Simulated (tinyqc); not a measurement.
Potential-pH (Pourbaix) lines of a metal, its cation, its oxide and an oxyanion, with a complexing ligand: one step, computed by the program tinyqc.

Potentials are against the standard hydrogen electrode; solids and water have unit activity; dG_f of M, H+ and the electron is zero; F = e N_A and s = R T ln(10)/F. The cation carries z = 2.

Problem. The stable species at (pH, E). M2+ + 2e = M; MO + 2H+ + 2e = M + H2O; MO2(2-) + 4H+ + 2e = M + 2H2O. For each, E0 = -dG/(z F), and E = E0 + (s/z) log10 a - (s n_H/z) pH, with no activity term for the oxide. The metal is stable below the lowest of the three lines; above it, the species of the lowest line is stable. Water lines at 1 bar: hydrogen E = -s pH, oxygen E = -dG_f(water)/(2F) - s pH.

Inputs (values chosen for the exercise, modelled on iron):
```
quantity,value,unit
dG_f of water,-237.14,kJ/mol
temperature T,298.15,K
log10 of the dissolved activity a,-2,-
pH,3.3,-
potential E,-0.76,V
```

Species: M, M2+, MO, MO2(2-).

E0 (V): cation -0.4055021, oxide -0.0665904, oxyanion 0.7577836

s = 0.05915935 V

Constants: e = 1.602176634e-19 C; N_A = 6.02214076e+23 1/mol.

Give: lines at this pH; upper limit of immunity; hydrogen line; oxygen line; E above the limit of immunity.

Solution.

lines at this pH (V): cation -0.46466, oxide -0.26182, oxyanion 0.30817

upper limit of immunity = -0.46466 V

hydrogen line = -0.19523 V

oxygen line = 1.0337 V

E above the limit of immunity = -0.29534 V

The metal is immune at this point. The point lies outside the stability range of water. Water itself can oxidise the metal at this pH. Caution: other oxidation states, hydroxides and hydrides are left out, and the lines say nothing of rates.
